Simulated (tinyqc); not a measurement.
Comparisons within one model: donors on two lattice sites with valley-orbit split states. A value that a table varies takes the place of the one given here.

Each donor binds at most one electron, in any of its states. For a site s, W_s = sum over its states of g exp(E/kT), and the ionised share is 1/(1 + W_s exp(eta)), eta = (EF - Ec)/kT; n = Nc F_1/2(eta); neutrality n + NA = ND x (mean ionised share, the two sites in equal numbers); holes are neglected. Nc from N = 2 (m kB T/(4 pi c))^(3/2) with c = hbar^2/2m0, in 1/angstrom^3; times 1e24 for 1/cm^3, m = md. F_j(eta) = (1/Gamma(j + 1)) integral_0^infinity x^j dx/(1 + exp(x - eta)), which tends to exp(eta) for eta << 0.

Mobility (Caughey-Thomas form): mu = mu0 + (mu1 (T/300)^(-ga) - mu0)/(1 + ((ND + NA)/Nr)^de); rho = 1/(e n mu), e = 1.602176634e-19 C.

Constants: hbar^2/2m0 = 3.80998211 eV angstrom^2; kB = 8.617333262e-05 eV/K.

Values chosen for the exercise (near those of nitrogen in 4H-SiC; the results hold for these values, not for the real material): md = 0.817 m0 (density-of-states mass of the conduction band); E = (62.9, 55.2, 127.9, 79.2) meV (binding energies of h ground, h excited, k ground, k excited); g = (2, 4, 2, 4) (their degeneracies with spin); ND = 1.4e+16 1/cm^3 (donors, half on each site); NA = 0 1/cm^3 (compensating acceptors, all ionised); T = 200 K; mu0 = 43 cm^2/(V s) (mobility at heavy doping); mu1 = 997 cm^2/(V s) (mobility at light doping and 300 K); Nr = 1.8e+17 1/cm^3 (reference doping); de = 0.61 (doping exponent); ga = 2.4 (temperature exponent).

## What the excited states change

The last columns keep only the ground state of each site (g = 2).

Results:
```
T (K)  effective degeneracy, h site     eta  n (1/cm^3)  n, ground states only  ratio
40                             2.43  -12.00    5.56e+12               6.12e+12  0.908
60                             2.90   -9.36    1.43e+14               1.72e+14  0.832
80                             3.31   -8.16    7.26e+14               9.20e+14  0.790
110                            3.78   -7.39    2.53e+15               3.21e+15  0.790
150                            4.20   -7.15    5.12e+15               5.87e+15  0.872
200                            4.56   -7.15    7.93e+15               8.42e+15  0.941
250                            4.80   -7.18    1.07e+16               1.12e+16  0.957
300                            4.97   -7.31    1.24e+16               1.28e+16  0.970
400                            5.20   -7.65    1.35e+16               1.37e+16  0.987
500                            5.35   -7.97    1.38e+16               1.39e+16  0.993
```

The effective degeneracy grows from 2.43 to 5.35. Excited states hold electrons back, so the ratio is never above 1; it is lowest, 0.790, at 80 K of those listed, and 0.970 at 300 K. At low T the excited states empty out, and at high T more donors are ionised (n is 99 % of ND - NA in the last row), so the effect is largest in between.

## Ionisation and resistivity against doping

NA = 0.

Results:
```
ND (1/cm^3)  n (1/cm^3)   n/ND  mu (cm^2/(V s))  rho (ohm cm)  rho at full ionisation
1.0e+14        9.82e+13  0.982             2612          24.3                    23.9
1.0e+15        8.71e+14  0.871             2533          2.83                    2.46
1.0e+16        6.06e+15  0.606             2258         0.456                   0.276
3.0e+16        1.44e+16  0.479             1987         0.219                   0.105
1.0e+17        3.48e+16  0.348             1571         0.114                  0.0397
3.0e+17        7.20e+16  0.240             1140        0.0761                  0.0182
1.0e+18        1.48e+17  0.148              718        0.0587                 0.00870
2.0e+18        2.19e+17  0.109              529        0.0539                 0.00590
```

From 1e16 to 1e18 1/cm^3 rho falls by a factor 7.77, not 100: the mobility takes a factor 3.15 and incomplete ionisation 4.09. n/ND is below 0.9 from 1e+15 1/cm^3 on. Near 1e19 1/cm^3 and above the levels merge with the band, and already below that screening lowers the binding energy, so the last rows understate n.

## Compensation sets the slope of the freeze-out

NA = K ND. The slope energy is -d ln(n T^(-p))/d(1/kT) between 50 and 60 K, with p = 3/4 for K = 0 and p = 3/2 otherwise.

Results:
```
K       n(50 K) (1/cm^3)  n(60 K) (1/cm^3)  slope energy (meV)
0               3.88e+13          1.43e+14               30.18
0.0010          3.24e+13          1.36e+14               30.02
0.010           9.87e+12          8.82e+13               49.57
0.050           1.94e+12          2.57e+13               59.78
0.20            3.24e+11          4.45e+12               60.68
0.50            1.32e+08          6.67e+09               94.31
```

Without acceptors the slope is 30.18 meV, against half the h-site ground-state energy, 31.45; with K = 0.05 it is 59.78 meV, against the full 62.9. The full energy (less a few meV where excited levels lie within a few kT) shows where n is far below NA, since the acceptors then hold EF near the donor level: n(60 K)/NA is 9.7 for K = 0.001 and 0.037 for K = 0.05; for K = 0.001 the sample is still in or near the uncompensated regime, where p = 3/2 is the wrong power, so that slope means little. At K = 0.5 the acceptors have taken as many electrons as there are h sites, EF sits between the two levels, and the slope is 94.3 meV against their mean of 95.4.

## What moves the carrier density

All results formed anew. Each row changes one parameter from the base and keeps the others.

Results:
```
case                                  eta  n (1/cm^3)  rho (ohm cm)
base                               -7.148   7.929e+15        0.3600
E = (67.9, 55.2, 127.9, 79.2) meV  -7.159   7.844e+15        0.3639
md = 0.899 m0                      -7.262   8.166e+15        0.3495
ND = 2.8e+16 1/cm^3                -6.606   1.363e+16        0.2282
NA = 1.4e+15 1/cm^3                -7.296   6.837e+15        0.4217
T = 230 K                          -7.158   9.681e+15        0.4118
Nr = 3.6e+17 1/cm^3                -7.148   7.929e+15        0.3388
```

The largest shifts from the base row, up to three for each result and ties (the steps differ in size, so this ranks the rows, not the parameters). eta: ND +0.542, NA -0.148, md -0.114; unchanged at the printed digits by Nr. n (1/cm^3): ND +5.70e+15, T +1.75e+15, NA -1.09e+15; unchanged at the printed digits by Nr. rho (ohm cm): ND -0.132, NA +0.0618, T +0.0518.

Program tinyqc; command `OMP_NUM_THREADS=1 python tinyqc.py 1682381 1682382 out.jsonl`; about 0.01 s on one thread of a shared Intel(R) Xeon(R) Processor @ 2.30GHz.
